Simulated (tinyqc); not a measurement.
The best anneal temperature for the time t: solubility, supersaturation, precipitation and gettering of an impurity in a silicon-like host. Computed by tinyqc, a small Python program. Command: `OMP_NUM_THREADS=1 python tinyqc.py 3006227 3006228 out.jsonl ripen walk`. One thread of a shared host (Intel(R) Xeon(R) Processor @ 2.30GHz), about 0.01 s of CPU time with the checks.

The wafer was saturated at T1 and is then held at T.

Inputs (values chosen for the exercise, modelled on iron in silicon): site density N0 = 5e+22 1/cm^3; enthalpy of solution H = 2.89 eV; entropy of solution S = 7.6 k_B; diffusion prefactor D0 = 0.001 cm^2/s; migration energy Q = 0.682 eV; temperature of saturation T1 = 1325 K; anneal temperature T = 736 K; sink density n = 1.5e+07 1/cm^3; initial sink radius r0 = 7.5 nm; impurity density in the precipitate C_p = 2.6e+22 1/cm^3; interface energy gamma = 0.68 J/m^2; anneal time t = 21000 s.

Constants: k_B = 8.617333262e-05 eV/K; k_B = 1.380649e-23 J/K.

Method:
- C_eq(T) = N0 exp(S/k_B - H/(k_B T)); D(T) = D0 exp(-Q/(k_B T)); C0 = C_eq(T1). Supersaturation s = C0/C_eq(T); critical radius r* = 2 gamma/(C_p k_B T ln s); barrier W* = (4 pi/3) gamma r*^2. Strain energy is left out.
- r_f = [r0^3 + 3 (C0 - C_eq)/(4 pi n C_p)]^(1/3), tau_f = 1/(4 pi n r_f D).
- Growing sinks: with y = r/r_f and y0 = r0/r_f, dy/dt = (1 - y^3)/(3 tau_f y), which integrates to t/tau_f = F(y) - F(y0), F(y) = (1/2) ln[(1 + y + y^2)/(1 - y)^2] - sqrt(3) arctan[(2y + 1)/sqrt(3)]; the share of the excess left is (1 - y^3)/(1 - y0^3), and C(t) = C_eq + (C0 - C_eq) x share.

C0 = 1.01668e+15 1/cm^3

Dissolved share after t:
```
T (K)     C_eq/C0   tau_f (s)     C(t)/C0
596    3.5857e-14  3.6329e+05  9.9078e-01
689    7.1310e-11  6.0511e+04  8.9147e-01
795    4.6959e-08  1.3082e+04  3.6273e-01
901    6.7158e-06  4.0556e+03  1.1664e-02
1007   3.3784e-04  1.6089e+03  3.4229e-04
1113   8.0576e-03  7.6312e+02  8.0576e-03
1206   8.2289e-02  4.5259e+02  8.2289e-02
1272   3.4832e-01  3.6086e+02  3.4832e-01
```

What does the comparison show, and why?

The lowest dissolved share among these rows is 3.4e-4 at 1007 K. Above it solubility sets the floor; below it diffusion is too slow for this time. Solubility falls with H = 2.89 eV and diffusion with Q = 0.682 eV. Caution: the barrier to homogeneous nucleation is below 35 k_B T for these inputs, so new precipitates would form and outnumber the fixed sinks assumed here.

Extremes, crossings and ranges named in words are read from the listed rows.
